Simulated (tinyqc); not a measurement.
# CMOS inverter, nodal equation and switching: effect of the drain-induced barrier lowering

An n-channel pull-down (bn, VTn) and a p-channel pull-up (bp, VTp) share the input Vin and the output node Vout, which carries the load C. Transistor (EKV form, voltages against the body): I = 2 n b Vt^2 [F(vp - Vs) - F(vp - Vd)] from drain to source, F(v) = ln^2(1 + exp(v/(2 Vt))), vp = (Vg - VT + sg |Vd - Vs|)/n. n-channel bodies are at 0; for the p-channel device all voltages are counted down from Vdd. b in uA/V^2 gives I in uA. Static: In = Ip. Transient: C dVout/dt = Ip - In. No velocity saturation, no gate capacitance beyond C.

VM solves In = Ip with Vin = Vout; VIL and VIH are the inputs of gain -1, NML = VIL - Vout(VIH), NMH = Vout(VIL) - VIH. For a step input the delay to Vdd/2 is tHL = C times the integral of dV/(In - Ip) from Vdd/2 to Vdd at Vin = Vdd, and tLH likewise with Ip - In from 0 to Vdd/2 at Vin = 0.

Parameters, values chosen for the exercise:

| symbol | value | unit | meaning |
|---|---|---|---|
| T | 300 | K | temperature |
| Vdd | 0.75 | V | supply voltage |
| n | 1.44 |  | slope factor |
| VTn | 0.35 | V | n-channel threshold |
| VTp | 0.27 | V | p-channel threshold (magnitude) |
| bn | 300 | uA/V^2 | gain factor of the pull-down transistor |
| bp | 240 | uA/V^2 | gain factor of the pull-up transistor |
| C | 0.73 | fF | load capacitance |

Constants: q = 1.602176634e-19 C, kB = 1.380649e-23 J/K, Vt = kB T/q. Results are converted to the units shown.

Result of one run:
```
VM (V)  gain at VM  NML (V)  NMH (V)  tHL (ps)  tLH (ps)
0.4049      -14.28   0.3239   0.2603     13.61     12.19
```

Which drain-induced barrier lowering sg gave this result: 0.01, 0.07, 0.1 or 0.16?

sg = 0.07.

The whole series:
```
sg    VM (V)  gain at VM  NML (V)  NMH (V)  tHL (ps)  tLH (ps)
0.01  0.4074      -99.90   0.3502   0.2851     15.95     13.93
0.04  0.4061      -24.99   0.3371   0.2727     14.71     13.01
0.07  0.4049      -14.28   0.3239   0.2603     13.61     12.19
0.1   0.4038      -9.998   0.3108   0.2479     12.64     11.44
0.13  0.4027      -7.691   0.2976   0.2356     11.77     10.76
0.16  0.4016      -6.249   0.2845   0.2232     10.98     10.15
0.19  0.4006      -5.262   0.2714   0.2109     10.28     9.584
0.22  0.3996      -4.545   0.2583   0.1987     9.641     9.067
```

As sg goes from 0.01 to 0.22, VM falls from 0.407 to 0.400 V, the size of the gain falls from 99.9 to 4.54, tHL falls from 15.9 to 9.64 ps and tLH falls from 13.9 to 9.07 ps. The smaller margin is largest, 0.285 V, at sg = 0.01 among the rows. Barrier lowering gives both transistors an output conductance, which caps the gain.

tinyqc, about 0.04 s, one thread, Intel Xeon 2.30GHz (shared host): `OMP_NUM_THREADS=1 python tinyqc.py 2340077 2340078 out.jsonl`
